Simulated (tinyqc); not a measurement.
Metal gate on a two-layer dielectric stack with fixed charge and a dipole: two steps of the calculation.

Gate, layer 2, layer 1, p-type semiconductor; x runs from the gate inwards. Charges are counted in units of +q. psi is the band bending at the surface, positive towards inversion. Classical charge, Boltzmann statistics, no interface traps.

Inputs (values chosen for the exercise); band and dielectric values close to those of silicon, layer 1 close to silicon dioxide, layer 2 close to zirconium oxide:
```
symbol    value   unit                                               meaning
T           300      K                                           temperature
Eg         1.12     eV                                              band gap
eps_r      11.8                                        relative permittivity
Nc       2.8e19  cm^-3                conduction-band density of states at T
Nv      2.64e19  cm^-3                   valence-band density of states at T
chi        4.04     eV                                     electron affinity
Na         7e16  cm^-3                                      acceptor density
pM         4.49     eV                       work function of the gate metal
t1          0.7     nm       thickness of layer 1, next to the semiconductor
e1         3.83                             relative permittivity of layer 1
t2          4.5     nm                thickness of layer 2, next to the gate
e2           26                             relative permittivity of layer 2
Q1         8e10  cm^-2           fixed charge at the semiconductor interface
Q2        -3e11  cm^-2                       fixed charge between the layers
r1            0  cm^-3                     uniform charge density in layer 1
r2      -1.2e18  cm^-3                     uniform charge density in layer 2
Vd            0      V  flat-band shift by a dipole layer between the layers
ps        0.923      V                 band bending psi of the working point
```

Constants: q = 1.602176634e-19 C, kB = 1.380649e-23 J/K, Vt = kB T/q, eps0 = 8.8541878128e-14 F/cm where lengths are in cm. Results are converted to the units shown.

Problem 1. Flat-band voltage, term by term. EOT = 3.9 (t1/e1 + t2/e2), Cox = eps0/(t1/e1 + t2/e2); phi_ms = pM - (chi + Eg - Vt ln(Nv/Na)). Vfb = phi_ms + Vd - (q/eps0) [Q1 (t1/e1 + t2/e2) + Q2 t2/e2 + r1 (t1^2/(2 e1) + t1 t2/e2) + r2 t2^2/(2 e2)]: each charge counts with its electrical distance from the gate.

Wanted: terms; Vfb.

Solution 1.

terms (V): phi_ms -0.51663, dipole 0.00000, Q1 -0.00515, Q2 0.00940, r1 0.00000, r2 0.00846
Vfb = -0.50393 V

Apart from phi_ms the largest term is that of Q2, 9.40 mV; all charges and the dipole together move Vfb by 12.7 mV.

Problem 2. Charge in the semiconductor. ni = sqrt(Nc Nv) exp(-Eg/(2 Vt)), Eg in volts. Qs = -sign(psi) sqrt(2 q eps0 eps_r Na Vt [exp(-u) + u - 1 + (ni/Na)^2 (exp(u) - u - 1)]), u = psi/Vt.

Wanted: Qs.

Solution 2.

Qs = -0.2566 uC/cm^2

The surface is in strong inversion: psi exceeds 2 Vt ln(Na/ni) = 0.812 V.

Program tinyqc, `OMP_NUM_THREADS=1 python tinyqc.py 2010051 2010052 out.jsonl`; Intel Xeon 2.30GHz, shared host, one thread, about 0.01 s.
